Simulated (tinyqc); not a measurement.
Inside a calculation. Method: Hueckel theory of the pi electrons with the omega technique, for the molecule C1=CC2=CC=CC2=C1 (SMILES; centres numbered as the heavy atoms are written). One step of it, computed by the program tinyqc.

Question. Energy, charges, bond orders. E = sum n x; q_r = z_r - P_rr; bond order p = P_rs; free valence = sqrt(3) - sum of p over the bonds of the atom.

final x values: [2.316902, 1.429916, 1.041349, 0.358055, 0.128839, -1.408349, -1.803795, -2.062917]

occupations: [2.000000, 2.000000, 2.000000, 2.000000, 0.000000, 0.000000, 0.000000, 0.000000]

final P, order 1C, 2C, 3C, 4C, 5C, 6C, 7C, 8C:
$$\begin{pmatrix}
1.107271 & 0.650183 & -0.224509 & -0.054473 & 0.190459 & -0.054473 & -0.224509 & 0.650183 \\
0.650183 & 0.871161 & 0.512580 & 0.329567 & -0.054473 & -0.376479 & -0.131695 & 0.165115 \\
-0.224509 & 0.512580 & 1.150407 & 0.512580 & -0.224509 & -0.131695 & 0.562500 & -0.131695 \\
-0.054473 & 0.329567 & 0.512580 & 0.871161 & 0.650183 & 0.165115 & -0.131695 & -0.376479 \\
0.190459 & -0.054473 & -0.224509 & 0.650183 & 1.107271 & 0.650183 & -0.224509 & -0.054473 \\
-0.054473 & -0.376479 & -0.131695 & 0.165115 & 0.650183 & 0.871161 & 0.512580 & 0.329567 \\
-0.224509 & -0.131695 & 0.562500 & -0.131695 & -0.224509 & 0.512580 & 1.150407 & 0.512580 \\
0.650183 & 0.165115 & -0.131695 & -0.376479 & -0.054473 & 0.329567 & 0.512580 & 0.871161
\end{pmatrix}$$

Centres:
```
centre  z_r, pi electrons of the neutral centre         h
1C                                            1  0.000000
2C                                            1  0.000000
3C                                            1  0.000000
4C                                            1  0.000000
5C                                            1  0.000000
6C                                            1  0.000000
7C                                            1  0.000000
8C                                            1  0.000000
```

Bonds:
```
i  j  k
1  2  1
2  3  1
3  4  1
4  5  1
5  6  1
6  7  1
7  8  1
8  1  1
7  3  1
```

Give: pi energy = 8 alpha + this times beta; pi charges; Bond orders and lengths from R = 1.517 - 0.180 p; free valence of the carbons; gap between the highest filled and the next level.

Answer.

pi energy = 8 alpha + this times beta = 10.2924

pi charges: 1C -0.1073, 2C 0.1288, 3C -0.1504, 4C 0.1288, 5C -0.1073, 6C 0.1288, 7C -0.1504, 8C 0.1288

Bond orders and lengths from R = 1.517 - 0.180 p (angstrom, C-C alone):
```
bond       p       R
1-2   0.6502  1.4000
2-3   0.5126  1.4247
3-4   0.5126  1.4247
4-5   0.6502  1.4000
5-6   0.6502  1.4000
6-7   0.5126  1.4247
7-8   0.5126  1.4247
8-1   0.6502  1.4000
7-3   0.5625  1.4158
```

free valence of the carbons: 1C 0.4317, 2C 0.5693, 3C 0.1444, 4C 0.5693, 5C 0.4317, 6C 0.5693, 7C 0.1444, 8C 0.5693

gap between the highest filled and the next level = 0.2292 |beta|
